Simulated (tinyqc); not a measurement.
Comparisons within one model: band edges of strained Si(1-x)Ge(x) on relaxed Si(1-y)Ge(y). A value that a table varies takes the place of the one given here.

Values are linear in the Ge fraction but for ED(x) = linear - CD x (1 - x) and a(x) = linear - Ca x (1 - x). Energies are on the common scale of Ev.

Coherent growth on a (001) face: e_par = (a(y) - a(x))/a(x), e_perp = -2 (C12/C11) e_par; exx = eyy = e_par, ezz = e_perp, no shear.

A valley with unit axis u lies at Ev + gap + (av + a_valley) tr(e) + Xu (u.e.u - tr(e)/3); the Delta axes are x, y, z and the L axes [111], [1-1-1], [-11-1], [-1-11]. The second-order shift of the Delta valleys under shear is left out; it lowers the pair normal to the sheared plane by tens of meV at a shear of 1 %.

Valence edges: Ev plus the levels of the 6 x 6 matrix of X, Y, Z times spin with -Dso/3 + l exx + m (eyy + ezz) on the diagonal (cyclic), n exy off it, l = av + 2 b, m = av - b, n = sqrt(3) d. Spin-orbit term (Dso/3) L.sigma on X, Y, Z with (L_k)_ij = -i epsilon_kij: <X+|H|Y+> = -i Dso/3, <X+|H|Z-> = Dso/3, <Y+|H|Z-> = -i Dso/3, <Z+|H|X-> = -Dso/3, <Z+|H|Y-> = i Dso/3, <X-|H|Y-> = i Dso/3, and their conjugates; + and - are the spin along z.

Coherent growth: e_par = (a(y) - a(x))/a(x). (001): e_perp = -2 (C12/C11) e_par; exx = eyy = e_par, ezz = e_perp, no shear. (111): e_perp = -(2 C11 + 4 C12 - 4 C44)/(C11 + 2 C12 + 4 C44) e_par; exx = eyy = ezz = (2 e_par + e_perp)/3 and exy = eyz = ezx = (e_perp - e_par)/3. (110): e_perp = -(C11 + 3 C12 - 2 C44)/(C11 + C12 + 2 C44) e_par; exx = eyy = (e_par + e_perp)/2, ezz = e_par, exy = (e_perp - e_par)/2, eyz = ezx = 0.

Parameters, chosen for this exercise (end members near Si and Ge, in this order; not measured data): a = (5.433, 5.657) angstrom (lattice constant); Dso = (0.044, 0.286) eV (spin-orbit splitting); av = (2.47, 1.24) eV (valence hydrostatic potential); b = (-2.12, -2.53) eV (tetragonal shear potential); d = (-4.74, -5.26) eV (trigonal shear potential); C11 = (164.1, 129.1) GPa; C12 = (63.7, 48.2) GPa; C44 = (80.4, 67.7) GPa; Ev = (0, 0.59) eV (top of the unstrained valence band); ED = (1.155, 0.924) eV (gap to the Delta valleys); EL = (2.019, 0.733) eV (gap to the L valleys); aD = (1.86, 1.24) eV (hydrostatic potential of the Delta gap); aL = (-3.17, -2.77) eV (hydrostatic potential of the L gap); XuD = (9.51, 9.76) eV (uniaxial potential, Delta); XuL = (15.68, 14.62) eV (uniaxial potential, L); CD = 0.176 eV (bowing of the Delta gap); Ca = 0 angstrom (bowing of the lattice constant); face = 001 (growth face); y = 0.26 (Ge fraction of the relaxed buffer); x = 0 (Ge fraction of the layer).

## Composition of the layer

The buffer is kept. dEc = Ec(buffer) - Ec(layer), dEv = Ev(layer) - Ev(buffer); buffer edges Ev(y) and Ev(y) + min(ED, EL). The digit behind Delta or L counts whole valleys.

Results:
```
x     e_par (%)  lowest valleys  gap (eV)  next valleys above (meV)  valence splitting (meV)  dEc (eV)  dEv (eV)
0.00       1.07          Delta2     0.990                       181                      110     0.123    -0.052
0.12       0.57          Delta2     1.025                        97                       54     0.071    -0.035
0.23       0.12          Delta2     1.054                        21                       10     0.016    -0.009
0.35      -0.37          Delta4     0.991                        62                       26     0.011     0.059
0.46      -0.81          Delta4     0.911                       137                       50     0.019     0.132
0.58      -1.29          Delta4     0.828                       219                       72     0.019     0.214
0.69      -1.72          Delta4     0.757                       293                       91     0.013     0.292
0.81      -2.19          Delta4     0.685                       276                      110    -0.002     0.379
```

The gap is 0.990 eV in the first row and 0.685 eV in the last, with its largest listed value, 1.054 eV, at x = 0.23. The lowest valleys change: Delta2 to Delta4 between x = 0.23 and 0.35. Per 0.1 of x the valence offset moves by +53 meV on average; the conduction offset lies between -2 and +123 meV, not monotonically. Both carriers sit on one side for x = 0.35, 0.46, 0.58 and 0.69, and on opposite sides elsewhere. Offsets below about 30 meV are within the spread of parameter sets, so those rows do not settle the type. Strains above 2 % can be kept only in layers of a few nanometres.

## Composition of the buffer

The layer is kept. dEc = Ec(buffer) - Ec(layer), dEv = Ev(layer) - Ev(buffer); buffer edges Ev(y) and Ev(y) + min(ED, EL). The digit behind Delta or L counts whole valleys.

Results:
```
y     e_par (%)  lowest valleys  gap (eV)  next valleys above (meV)  valence splitting (meV)  dEc (eV)  dEv (eV)
0.08       0.33          Delta2     1.108                        56                       30     0.035    -0.020
0.16       0.66          Delta2     1.056                       111                       64     0.073    -0.035
0.24       0.99          Delta2     1.003                       167                      100     0.113    -0.049
0.31       1.28          Delta2     0.956                       216                      132     0.150    -0.060
0.39       1.61          Delta2     0.902                       272                      169     0.194    -0.073
0.47       1.94          Delta2     0.848                       327                      206     0.240    -0.086
0.55       2.27          Delta2     0.794                       383                      243     0.289    -0.098
```

The gap is 1.108 eV in the first row and 0.794 eV in the last. The lowest valleys are Delta2 throughout. Per 0.1 of y the valence offset moves by -17 meV on average; the conduction offset lies between +35 and +289 meV. Electrons and holes sit on opposite sides in every row (type II). Offsets below about 30 meV are within the spread of parameter sets, so those rows do not settle the type. Strains above 2 % can be kept only in layers of a few nanometres.

## The same layer on three faces

dEc = Ec(buffer) - Ec(layer), dEv = Ev(layer) - Ev(buffer); buffer edges Ev(y) and Ev(y) + min(ED, EL). The digit behind Delta or L counts whole valleys.

Results:
```
face   e_par (%)  lowest valleys  gap (eV)  next valleys above (meV)  valence splitting (meV)  dEc (eV)  dEv (eV)  Delta spread (meV)  L spread (meV)
(001)       1.07          Delta2     0.990                       181                      110     0.123    -0.052                 181               0
(111)       1.07          Delta6     1.114                       619                      114    -0.014    -0.040                   0             213
(110)       1.07          Delta4     1.088                        76                      111     0.015    -0.042                  76             168
```

On (001) only the Delta valleys split (181 meV), on (111) only the L valleys (213 meV), on (110) both (76 and 168 meV). The lowest valleys are Delta2 on (001), Delta6 on (111) and Delta4 on (110); the smallest gap is 0.990 eV on (001) and the largest 1.114 eV on (111).

## What each parameter does

dEc = Ec(buffer) - Ec(layer), dEv = Ev(layer) - Ev(buffer); buffer edges Ev(y) and Ev(y) + min(ED, EL). Each row changes one parameter from the base and keeps the others.

Results:
```
case                       gap (eV)  valence splitting (meV)  dEc (eV)  dEv (eV)
base                         0.9895                    109.5    0.1234   -0.0518
x = 0.03                     0.9984                     95.0    0.1110   -0.0483
y = 0.29                     0.9693                    123.2    0.1392   -0.0568
CD = 0.226 eV                0.9895                    109.5    0.1138   -0.0518
aD = (2.139, 1.426) eV       0.9932                    109.5    0.1197   -0.0518
aL = (-3.645, -3.186) eV     0.9895                    109.5    0.1234   -0.0518
XuL = (18.032, 16.813) eV    0.9895                    109.5    0.1234   -0.0518
Dso = (0.051, 0.329) eV      0.9909                    108.2    0.1234   -0.0532
C12 = (73.255, 55.43) GPa    0.9741                    117.3    0.1367   -0.0498
```

The largest shifts from the base row, up to three for each result and ties (the steps differ in size, so this ranks the rows, not the parameters). gap (eV): y -0.0202, C12 -0.0154, x +0.0089; unchanged at the printed digits by CD, aL and XuL. valence splitting (meV): x -14.5, y +13.7, C12 +7.8; unchanged at the printed digits by CD, aD, aL and XuL. dEc (eV): y +0.0158, C12 +0.0133, x -0.0124; unchanged at the printed digits by aL, XuL and Dso. dEv (eV): y -0.0049, x +0.0035, C12 +0.0020; unchanged at the printed digits by CD, aD, aL and XuL. The lowest valleys of the layer are Delta2, so among the conduction-band potentials only those of that family reach the gap and dEc; the buffer is unstrained. A shift large enough to swap the lowest family would change that.

(tinyqc, `OMP_NUM_THREADS=1 python tinyqc.py 1050965 1050966 out.jsonl`, Intel(R) Xeon(R) Processor @ 2.30GHz, 1 thread, shared host, about 0.01 s.)
